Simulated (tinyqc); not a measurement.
# MOS inversion layer, Poisson-Schroedinger loop: effect of the sheet density of electrons

Electrons confined at an insulator interface at z = 0, treated as a hard wall; parabolic valleys, Hartree approximation, no image or exchange terms. The depletion charge lies far deeper than the electrons and gives a uniform field q Nd/(eps0 eps_r); the gate balances all charge. Energies are counted from the band edge at the interface.

Schroedinger equation -(C/mz) psi'' + (V0 + U) psi = E psi, C = hbar^2/(2 m0), psi(0) = 0, on a uniform mesh of 800 nodes with a far wall at 53 nm, 8 levels a set; V0 = q Nd z/(eps0 eps_r); dU/dz = q (Ns - integral of n from 0 to z)/(eps0 eps_r), U(0) = 0; N_k = g md m0 q Vt/(pi hbar^2) ln(1 + exp((EF - E_k)/Vt)), g the number of valleys of the set, sum N_k = Ns. Triangular well: E_k = a_k (C F^2/mz)^(1/3), a_1 = 2.338107, a_2 = 4.087949, C = hbar^2/(2 m0), F in eV/nm. Fang-Howard (all electrons in the lowest level of set A): b^3 = 6 (mz1/C) q (Nd + 11 Ns/32)/(eps0 eps_r), centroid 3/b, level C b^2/(4 mz1) + (3/b) q (Nd + 11 Ns/16)/(eps0 eps_r). The centroid adds 3.9 z_av/eps_r to an oxide-equivalent thickness. Shares under 0.0001 % are printed as 0.

Parameters, values chosen for the exercise; masses and permittivity close to those of In0.53Ga0.47As: temperature T = 200 K; relative permittivity eps_r = 13.9; mass along z of valley set A (1 valley(s)) mz1 = 0.0413 m0; in-plane density-of-states mass of set A md1 = 0.0402 m0; sheet density of depletion charge Nd = 8.1e11 cm^-2.

Constants: q = 1.602176634e-19 C, kB = 1.380649e-23 J/K, hbar = 1.054571817e-34 J s, m0 = 9.1093837015e-31 kg, Vt = kB T/q, eps0 = 8.8541878128e-14 F/cm where lengths are in cm, hbar^2/(2 m0) = 0.0380998212 eV nm^2. Results are converted to the units shown.

Result of one run:

| Ns (cm^-2) | A1 (meV) | A2 (meV) | EF (meV) | share of A1 (%) | share of A2 (%) | centroid z_av (nm) | added oxide equivalent (nm) | Fang-Howard centroid (nm) |
|---|---|---|---|---|---|---|---|---|
| 1.7e11 | 121 | 205 | 117 | 98.9 | 1.03 | 6.80 | 1.91 | 7.16 |

What becomes of these results when the sheet density of electrons Ns is changed from 1.7e11 to 2.9e12 cm^-2, all else the same?

Result of the changed run:

| Ns (cm^-2) | A1 (meV) | A2 (meV) | EF (meV) | share of A1 (%) | share of A2 (%) | centroid z_av (nm) | added oxide equivalent (nm) | Fang-Howard centroid (nm) |
|---|---|---|---|---|---|---|---|---|
| 2.9e12 | 268 | 390 | 413 | 83.8 | 15.8 | 6.02 | 1.69 | 5.61 |

The whole series:

| Ns (cm^-2) | A1 (meV) | A2 (meV) | EF (meV) | share of A1 (%) | share of A2 (%) | centroid z_av (nm) | added oxide equivalent (nm) | Fang-Howard centroid (nm) |
|---|---|---|---|---|---|---|---|---|
| 1e11 | 116 | 199 | 101 | 99.0 | 0.952 | 6.87 | 1.93 | 7.23 |
| 1.7e11 | 121 | 205 | 117 | 98.9 | 1.03 | 6.80 | 1.91 | 7.16 |
| 3.1e11 | 130 | 215 | 141 | 98.7 | 1.23 | 6.68 | 1.88 | 7.03 |
| 5.3e11 | 143 | 231 | 171 | 98.3 | 1.67 | 6.52 | 1.83 | 6.85 |
| 9.4e11 | 167 | 260 | 221 | 96.9 | 3.07 | 6.31 | 1.77 | 6.55 |
| 1.6e12 | 203 | 304 | 292 | 92.7 | 7.15 | 6.14 | 1.72 | 6.17 |
| 2.9e12 | 268 | 390 | 413 | 83.8 | 15.8 | 6.02 | 1.69 | 5.61 |
| 5e12 | 361 | 518 | 586 | 75.5 | 22.8 | 5.81 | 1.63 | 5.01 |

As Ns goes from 1e11 to 5e12, A1 rises from 116 to 361 meV, the share of A1 falls from 99.0 to 75.5 % and the centroid falls from 6.87 to 5.81 nm. A1 goes as Ns^(0.54) between the last two rows (a triangular well in the field of that charge alone gives 2/3). EF lies more than 2 meV above A1 for Ns = 3.1e11, 5.3e11, 9.4e11, 1.6e12, 2.9e12, 5e12. The Fang-Howard centroid is 5.3 % above the full one in the first row, where A1 holds 99.0 %, and 14 % below it in the last, where A1 holds 75.5 %. For Ns = 1.6e12, 2.9e12, 5e12 the energies exceed 0.25 eV, where non-parabolicity matters for so light a mass.

tinyqc, about 0.5 s, one thread, Intel Xeon 2.30GHz (shared host): `OMP_NUM_THREADS=1 python tinyqc.py 2160148 2160149 out.jsonl`
